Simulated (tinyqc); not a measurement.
# Resistance of a source-drain extension with a graded tip: two studies

y runs along the channel, the gate covers y > 0. The doping is N0 for y < y0 and N0 10^(-(y - y0)/la) beyond, uniform over the depth xj. Sheet conductance s(y) = q mu(N) max(N - Nch, 0) xj + (for y > 0) ma Cox Vo, with mu(N) = u0 + (u1 - u0)/(1 + (N/Nr)^au) and Cox = eps0 eox/tox. Current is taken as one-dimensional; depletion of the tip, spreading and the contact are left out. The metallurgical junction lies at yj, where N = Nch.

Inputs (values chosen for the exercise); mobility law close to that of electrons in silicon: relative permittivity of the gate insulator (close to silicon dioxide) eox = 3.9; insulator thickness tox = 4 nm; active doping of the extension far from the gate N0 = 8.1e19 cm^-3; lateral abruptness la = 5.6 nm/decade; depth of the extension xj = 12 nm; channel doping Nch = 9.8e17 cm^-3; spacer length Ls = 18 nm; gate overdrive Vo = 0.48 V; mobility of the gate-induced layer ma = 190 cm^2/(V s); mobility at low doping u1 = 1414 cm^2/(V s); mobility at high doping u0 = 68.5 cm^2/(V s); reference doping Nr = 9.2e16 cm^-3; exponent au = 0.711; gate length Lg = 60 nm.

Constants: q = 1.602176634e-19 C, eps0 = 8.8541878128e-14 F/cm where lengths are in cm. Results are converted to the units shown.

Each table varies one quantity; the others keep the values above.

## Abruptness at a fixed junction position

R_spacer = integral of dy/s from -Ls to 0, R_ov from 0 to yj, R_channel = (Lg - 2 yj)/(ma Cox Vo), R_total = 2 R_spacer + 2 R_ov + R_channel. Electrical length L_eff = ma Cox dR_total/d(1/Vo); R_series = R_total - L_eff/(ma Cox Vo). y0 is moved with la so that yj stays at 12.237 nm.

The same in every row: yj (nm) = 12.24; R_channel (ohm um) = 451.2.

Result of one run:

| la (nm/decade) | R_spacer (ohm um) | R_ov (ohm um) | R_total (ohm um) | L_eff (nm) | R_series (ohm um) |
|---|---|---|---|---|---|
| 3.6 | 14.76 | 36.34 | 553.4 | 38.32 | 66.70 |

What becomes of these results when the lateral abruptness la is changed from 3.6 to 2.3 nm/decade, all else the same?

Result of the changed run:

| la (nm/decade) | R_spacer (ohm um) | R_ov (ohm um) | R_total (ohm um) | L_eff (nm) | R_series (ohm um) |
|---|---|---|---|---|---|
| 2.3 | 14.76 | 26.62 | 534.0 | 37.35 | 59.67 |

The whole series:

| la (nm/decade) | R_spacer (ohm um) | R_ov (ohm um) | R_total (ohm um) | L_eff (nm) | R_series (ohm um) |
|---|---|---|---|---|---|
| 1 | 14.76 | 16.90 | 514.6 | 36.37 | 52.64 |
| 2.3 | 14.76 | 26.62 | 534.0 | 37.35 | 59.67 |
| 3.6 | 14.76 | 36.34 | 553.4 | 38.32 | 66.70 |
| 4.9 | 14.76 | 46.06 | 572.9 | 39.30 | 73.72 |
| 6.1 | 14.76 | 55.03 | 590.8 | 40.20 | 80.21 |
| 7.4 | 15.30 | 64.29 | 610.4 | 41.17 | 87.53 |
| 8.7 | 17.58 | 72.14 | 630.7 | 42.09 | 96.09 |
| 10 | 21.62 | 78.73 | 651.9 | 42.95 | 106.4 |

As la goes from 1 to 10 nm/decade, R_total rises from 515 to 652 ohm um, R_spacer rises from 14.8 to 21.6 ohm um and R_ov rises from 16.9 to 78.7 ohm um. R_total changes on average by 15.3 ohm um for each nm/decade. L_eff exceeds the metallurgical length by 0.842 nm in the first row and 7.42 nm in the last, since the gate also controls the lightly doped tips.

## Effect of the position under the gate where the fall begins

Same model as above.

Results:

| y0 (nm) | yj (nm) | R_spacer (ohm um) | R_ov (ohm um) | R_channel (ohm um) | R_total (ohm um) | L_eff (nm) | R_series (ohm um) |
|---|---|---|---|---|---|---|---|
| -6 | 4.737 | 27.20 | 36.69 | 641.8 | 769.5 | 54.36 | 79.15 |
| -4 | 6.737 | 18.90 | 43.78 | 591.0 | 716.3 | 50.67 | 72.69 |
| 0 | 10.74 | 14.76 | 50.13 | 489.3 | 619.1 | 42.81 | 75.34 |
| 2 | 12.74 | 14.76 | 51.67 | 438.5 | 571.4 | 38.83 | 78.23 |
| 4 | 14.74 | 14.76 | 53.22 | 387.7 | 523.7 | 34.84 | 81.13 |
| 6 | 16.74 | 14.76 | 54.76 | 336.9 | 476.0 | 30.86 | 84.02 |
| 8 | 18.74 | 14.76 | 56.30 | 286.1 | 428.2 | 26.87 | 86.92 |

Estimate the missing row, y0 = -2 nm.

Computed row:

| y0 (nm) | yj (nm) | R_spacer (ohm um) | R_ov (ohm um) | R_channel (ohm um) | R_total (ohm um) | L_eff (nm) | R_series (ohm um) |
|---|---|---|---|---|---|---|---|
| -2 | 8.737 | 15.55 | 47.92 | 540.1 | 667.1 | 46.78 | 72.90 |

With this row back in the table: As y0 goes from -6 to 8, R_total falls from 770 to 428 ohm um, L_eff falls from 54.4 to 26.9 nm and R_series goes from 79.1 through a minimum of 72.7 (at y0 = -4 among the rows listed) to 86.9 ohm um. More overlap also shortens the channel and adds capacitance, effects on threshold and speed that are left out.

Numbers from tinyqc (`OMP_NUM_THREADS=1 python tinyqc.py 2282073 2282074 out.jsonl`; about 0.03 s on one thread of a shared Intel Xeon 2.30GHz).
